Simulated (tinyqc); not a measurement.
## Elastic trap-assisted tunnelling through a dielectric: current against voltage

Emitter at x = 0 (Fermi level 0), collector at x = t (Fermi level -V), band edge U(x) = phi - F x, F = V/t. A trap at x has the energy E = U(x) - Et. With G(u) = (4/(3 F)) sqrt(mo/C) max(u, 0)^1.5, C = hbar^2/(2 m0): S1 = G(phi - E) - G(Et), S2 = G(Et) - G(phi - V - E), T1,2 = exp(-S1,2). The steady rate through one trap is nu T1 T2 (f1 - f2)/(T1 + T2), f1 = f(E), f2 = f(E + V), f(y) = 1/(1 + exp(y/Vt)); both contacts offer states at E.

J = q Nt times the integral of the rate over x. Direct S = (4/(3 F)) sqrt(mo/C) [phi^1.5 - max(phi - V, 0)^1.5].

Inputs (values chosen for the exercise); dielectric values close to those of silicon dioxide:
- T = 300 K (temperature)
- phi = 3.13 eV (barrier above the emitter Fermi level)
- mo = 0.52 m0 (tunnelling mass)
- t = 5.2 nm (thickness)
- Et = 2.5 eV (trap depth below the band edge of the dielectric)
- Nt = 2e18 cm^-3 (trap density)
- nu = 1e14 1/s (attempt frequency)

Constants: q = 1.602176634e-19 C, kB = 1.380649e-23 J/K, hbar = 1.054571817e-34 J s, m0 = 9.1093837015e-31 kg, Vt = kB T/q, hbar^2/(2 m0) = 0.0380998212 eV nm^2. Results are converted to the units shown.

Current against voltage:
```
V (V)  J (A/cm^2)  x of the peak over t  larger S there  direct S
0.3      2.31e-16                 0.495            30.5      66.3
0.9      1.94e-11                 0.486            30.8      62.8
1.5       3.83e-8                 0.460            30.0      59.0
2.11      8.32e-8                 0.440            29.6      54.7
2.71      1.96e-7                 0.420            28.9      49.8
3.31      8.07e-7                 0.395            27.9      42.9
3.91      2.03e-5                 0.235            25.9      36.3
4.52      5.77e-4                 0.198            22.4      31.4
5.12      0.00703                 0.171            19.8      27.7
5.72       0.0501                 0.151            17.7      24.8
```

What does the comparison show?

J rises from 2.31e-16 to 0.0501 A/cm^2, by 8.21 decades a volt between the first two rows and 1.42 between the last two. The position of the peak falls from 0.495 to 0.151 of t; only traps beyond x/t = (phi - Et)/V lie below the emitter Fermi level, with phi - Et = 0.630 eV. It jumps from 0.395 to 0.235 between V = 3.31 and 3.91 V. For V = 5.72 the field exceeds 10 MV/cm.

Range of the model: Phonon-assisted (inelastic) capture, chains of traps and a spread of trap depths are left out.

Numbers from tinyqc (`OMP_NUM_THREADS=1 python tinyqc.py 2370008 2370009 out.jsonl`; about 0.04 s on one thread of a shared Intel Xeon 2.30GHz).
